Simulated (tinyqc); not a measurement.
# Metal gate on a two-layer dielectric stack with fixed charge and a dipole: two studies

Gate, layer 2, layer 1, p-type semiconductor; x runs from the gate inwards. Charges are counted in units of +q. psi is the band bending at the surface, positive towards inversion. Classical charge, Boltzmann statistics, no interface traps.

Values chosen for this exercise; band and dielectric values close to those of silicon, layer 1 close to silicon nitride, layer 2 close to aluminium oxide: temperature T = 300 K; band gap Eg = 1.1 eV; relative permittivity eps_r = 11.7; conduction-band density of states at T Nc = 2.82e19 cm^-3; valence-band density of states at T Nv = 2.67e19 cm^-3; electron affinity chi = 4.09 eV; acceptor density Na = 1.3e18 cm^-3; work function of the gate metal pM = 4.3 eV; thickness of layer 1, next to the semiconductor t1 = 1.3 nm; relative permittivity of layer 1 e1 = 7.62; thickness of layer 2, next to the gate t2 = 1.7 nm; relative permittivity of layer 2 e2 = 9.22; fixed charge at the semiconductor interface Q1 = 6.2e11 cm^-2; fixed charge between the layers Q2 = -1.6e11 cm^-2; uniform charge density in layer 1 r1 = -6.2e18 cm^-3; uniform charge density in layer 2 r2 = 8.5e17 cm^-3; flat-band shift by a dipole layer between the layers Vd = 0 V.

Constants: q = 1.602176634e-19 C, kB = 1.380649e-23 J/K, Vt = kB T/q, eps0 = 8.8541878128e-14 F/cm where lengths are in cm. Results are converted to the units shown.

Each table varies one quantity; the others keep the values above.

## Threshold against doping

EOT = 3.9 (t1/e1 + t2/e2), Cox = eps0/(t1/e1 + t2/e2); phi_ms = pM - (chi + Eg - Vt ln(Nv/Na)). Vfb = phi_ms + Vd - (q/eps0) [Q1 (t1/e1 + t2/e2) + Q2 t2/e2 + r1 (t1^2/(2 e1) + t1 t2/e2) + r2 t2^2/(2 e2)]: each charge counts with its electrical distance from the gate. ni = sqrt(Nc Nv) exp(-Eg/(2 Vt)), Eg in volts, pB = Vt ln(Na/ni), Vth = Vfb + 2 pB + sqrt(4 q eps0 eps_r Na pB)/Cox.

Threshold against doping:
```
Na (cm^-3)  phi_ms (V)  2 pB (V)  Qd/Cox (V)   Vth (V)
9.1e14         -0.6241    0.5667    0.005246  -0.04967
3.4e15         -0.6581    0.6349     0.01073  -0.01010
1.3e16         -0.6928    0.7042     0.02210   0.03594
4.8e16         -0.7266    0.7718     0.04446   0.09206
1.8e17         -0.7608    0.8401     0.08983    0.1716
6.7e17         -0.7947    0.9081      0.1802    0.2959
2.5e18         -0.8288    0.9761      0.3608    0.5106
```

What does the comparison show?

Vth rises from -0.0497 to 0.511 V. Of the change, phi_ms + 2 pB gives 205 mV (Vt ln 10 a decade) and the depletion charge 356 mV, growing as Na^(0.53).

## Flat band against the thickness t1

Same model as above.

Flat band against the thickness t1:
```
t1 (nm)  EOT (nm)  Vfb (V)  Vth (V)
0.5        0.9750  -0.8248   0.2976
0.9         1.180  -0.8183   0.3419
1.2         1.333  -0.8119   0.3767
1.6         1.538  -0.8012   0.4251
1.9         1.692  -0.7917   0.4630
2.3         1.896  -0.7770   0.5155
2.6         2.050  -0.7644   0.5565
3           2.255  -0.7455   0.6132
```

What does the comparison show?

Vfb rises from -0.825 to -0.745 V and Vth rises from 0.298 to 0.613 V. The slope dVfb/dEOT is 31.8 mV/nm between the first two rows and 92.2 between the last two: the charge inside the growing layer bends the line. A line through the end rows meets EOT = 0 at -0.885 V, against phi_ms + Vd = -0.812 V; an effective work function read from it is off by -73.4 mV from pM.

tinyqc, about 0.01 s, one thread, Intel Xeon 2.30GHz (shared host): `OMP_NUM_THREADS=1 python tinyqc.py 2010099 2010100 out.jsonl`
